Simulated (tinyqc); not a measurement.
# MOSFET in the linear regime without short-channel effects, parameter extraction from computed curves, step by step

Program tinyqc, `OMP_NUM_THREADS=1 python tinyqc.py 2210059 2210060 out.jsonl`; Intel Xeon 2.30GHz, shared host, one thread, about 0.01 s. Printed values are rounded.

Inversion charge Q = Cox n Vt W0(exp((Vg - VT)/(n Vt))), W0 the Lambert function and n = nf; u = Q/Cox; mobility mu = mu0/(1 + th1 u + th2 u^2); channel resistance Rch = (L - dL)/(W mu Q); Id = Vd/(Rch + Rsd/W). Cox = eps0 eox/tox. Small Vd, no channel-length or drain effects.

Parameters, values chosen for the exercise; channel values of the order met in silicon transistors:
```
symbol,value,unit,meaning
T,400,K,temperature
eox,3.9,,relative permittivity of the gate insulator (close to silicon dioxide)
tox,1.2,nm,insulator thickness
mu0,130,cm^2/(V s),low-field mobility
th1,0.23,1/V,first mobility attenuation factor
th2,0,1/V^2,second mobility attenuation factor
VT,0.41,V,threshold voltage
nf,1.43,,body factor
W,0.5,um,gate width
L,0.068,um,drawn gate length
dL,0.004,um,drawn less effective length
Rsd,310,ohm um,source plus drain resistance
Vd,0.05,V,drain voltage
```

Constants: q = 1.602176634e-19 C, kB = 1.380649e-23 J/K, Vt = kB T/q, eps0 = 8.8541878128e-14 F/cm where lengths are in cm. Results are converted to the units shown.

## Transfer curve

Vg, point 0 to 9 (V): [0.25, 0.33, 0.41, 0.49, 0.57, 0.65, 0.73, 0.81, 0.89, 0.97]

u, mu, Rch and Id as defined.

u, point 0 to 9 (V): [0.00184823, 0.00822987, 0.0279551, 0.0657777, 0.117275, 0.176989, 0.241641, 0.309450, 0.379404, 0.450895]
mu, point 0 to 9 (cm^2/(V s)): [129.945, 129.754, 129.169, 128.063, 126.586, 124.915, 123.155, 121.362, 119.566, 117.785]
Rch, point 0 to 9 (ohm): [1.85209e5, 41654.6, 12318.5, 5280.52, 2996.31, 2011.95, 1494.70, 1184.42, 980.545, 837.554]
Id, point 0 to 9 (uA): [0.269064, 1.18274, 3.86445, 8.47382, 13.8262, 18.9973, 23.6440, 27.7098, 31.2394, 34.3040]

## Threshold and mobility at the peak transconductance

gm_i = (Id_(i+1) - Id_(i-1))/(Vg_(i+1) - Vg_(i-1)); at the point j of largest gm the tangent meets the axis at V_ext = Vg_j - Id_j/gm_j; field-effect mobility gm_j L/(W Cox Vd) with the drawn L.

gm, point 1 to 8 (uS): [22.4712, 45.5693, 62.2612, 65.7719, 61.3612, 54.4529, 47.4708, 41.2141]
j = 4
V_ext = 0.359785 V
field-effect mobility = 62.1695 cm^2/(V s)

V_ext is 50 mV below the model VT, and the mobility so found is 55 % below mu0 L/(L - dL) = 138 cm^2/(V s), the value for the drawn L; attenuation, series resistance and the slow approach of Q to a straight line all lower the peak gm.

## The Y function

Y_i = Id_i/sqrt(gm_i). For Id = beta Vd x/(1 + th x), x = Vg - VT, Y = sqrt(beta Vd) x whatever th. Slope s from points 5 and 8; VT_Y = Vg - Y/s at point 8; beta = s^2/Vd; mobility beta L/(W Cox) with the drawn L; th* = (beta Vd x/Id - 1)/x at point 8.

Y, point 1 to 8 (uA^0.5 V^0.5): [0.249504, 0.572469, 1.07392, 1.70484, 2.42519, 3.20414, 4.02180, 4.86608]
s = 10.1704 uA^0.5 V^-0.5
VT_Y = 0.411544 V
beta = 2068.74 uA/V^2
mobility from Y = 97.7714 cm^2/(V s)
th* = 1.22105 1/V

The mobility from Y is 29 % below mu0 L/(L - dL) = 138 cm^2/(V s), which it should reach in deep inversion when th2 = 0. th* compares with th1 + mu0 Cox Rsd/(L - dL) = 2.04 1/V, since series resistance enters like th1. The match is poor here: at these overdrives Q is not yet a straight line in Vg.
